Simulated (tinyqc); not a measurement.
# Vacuum evaporation: vapour pressure, source flux, thickness distribution, purity and step coverage, step by step

A worked calculation. Computed by tinyqc, a small Python program that keeps every step. Command: `OMP_NUM_THREADS=1 python tinyqc.py 3113852 3113853 out.jsonl evap walk`. One thread of a shared host (Intel(R) Xeon(R) Processor @ 2.30GHz), about 0.01 s of CPU time with the checks. Intermediate numbers are printed to about 6 digits and carried at full precision; extremes and crossings named in words are read from the listed rows.

Molecular flow, unit sticking of the metal, no re-evaporation. The background gas is taken as water vapour (18.015 g/mol, collision diameter 0.37 nm) at 300 K.

Inputs (values chosen for the exercise, modelled on copper, with constants for the liquid):
```
quantity,value,unit
molar mass M,63.55,g/mol
film density rho,8.96,g/cm^3
vapour-pressure constant A,10.89,-
vapour-pressure constant B,16460,K
source temperature T,1420,K
source area,0.24,cm^2
directionality n,4,-
source-to-wafer distance h,40,cm
wafer radius R,15,cm
source offset from the axis s/h,0.4,-
background pressure p,2e-07,Pa
sticking of background gas,0.5,-
aspect ratio of a trench,4.4,-
```

Constants: u = 1.6605390666e-27 kg; k_B = 1.380649e-23 J/K; R = 8.314462618 J/(mol K).

## Vapour pressure and flux

log10(p_v/Pa) = A - B/T; flux from the surface Phi = p_v/sqrt(2 pi m k_B T), m = M u. Mass loss = Phi x area x m; heat of evaporation = ln(10) R B; d ln Phi/dT = ln(10) B/T^2 - 1/(2 T).

vapour pressure p_v = 0.198816 Pa

flux Phi = 1.74378e+17 1/(cm^2 s)

mass loss = 0.0158990 g/h

heat of evaporation = 315.123 kJ/mol

change of flux per kelvin = 1.84440 %/K

Holding the rate to 1 % needs the temperature to about 0.54 K.

## Rate and uniformity on a fixed wafer above the source

A small source emits (n + 1) Phi area cos^n(phi)/(2 pi) per solid angle; on a parallel plane at height h and lateral distance l the arrival rate is (n + 1) Phi area/(2 pi h^2) x (1 + (l/h)^2)^(-(n + 3)/2). Growth rate = arrival rate x m/rho, m = M u. The wafer is fixed and centred above the source.

arrival rate at the centre = 2.08149e+13 1/(cm^2 s)

growth rate at the centre = 0.00245149 nm/s

edge over centre = 0.630957

non-uniformity (max - min)/(max + min) = 22.6274 %

share of the material that lands on the wafer, 1 - (1 + (R/h)^2)^(-(n + 1)/2) = 28.0314 %

## Offset source and rotation

Rotating wafer, source offset by s and facing upwards: thickness at radius r is the mean over the angle a of (1 + (r^2 + s^2 - 2 r s cos a)/h^2)^(-(n + 3)/2), by 360 equal steps; non-uniformity (max - min)/(max + min) over 21 radii from 0 to R.

centre thickness relative to an axial source = 0.594836

edge over centre, rotating = 0.828747

non-uniformity, rotating = 9.36450 %

## Choosing the offset

The curvature at the centre vanishes at s/h = sqrt(2/(n + 3)).

Against the offset:
```
s/h,centre thickness,edge over centre,non-uniformity (%)
0.0,1.00000,0.63096,22.6274
0.2,0.87173,0.68383,18.7767
0.4,0.59484,0.82875,9.3645
0.5,0.45795,0.92241,4.0360
0.6,0.34089,1.01931,1.1414
0.7,0.24766,1.11099,5.2576
0.8,0.17703,1.19078,8.7082
0.9,0.12535,1.25478,11.2994
1.1,0.06232,1.33314,14.2785
```

The best row, s/h = 0.6, has 1.1 % against 23 % on the axis, at the price of a rate lower by a factor 2.93; the small-wafer optimum is sqrt(2/(n + 3)) = 0.53.

## Scattering and purity

Mean free path lambda = k_B T_g/(sqrt2 pi d^2 p); unscattered share exp(-h/lambda); gas arrival p/sqrt(2 pi m_g k_B T_g); impurity ratio = sticking x gas arrival/metal arrival; monolayer time = 1e15 cm^-2/(sticking x gas arrival).

mean free path = 34049.1 m

unscattered share = 0.999988

gas arrival rate = 7.16797e+11 1/(cm^2 s)

impurity ratio = 0.0172184

monolayer time = 2790.19 s

## A trench at the wafer edge

Fixed wafer, axial point source, trench running tangentially at r = R: the beam arrives at tan(a) = R/h. Shadowed share of the floor = aspect ratio x tan(a) (at most 1); the wall facing the source grows at tan(a) times the field rate, the other wall not at all.

angle a = 20.5560 degrees

shadowed share of the floor = 1

wall over field thickness = 0.375

Checks made by the program: share on the wafer by quadrature (relative difference 1e-08).
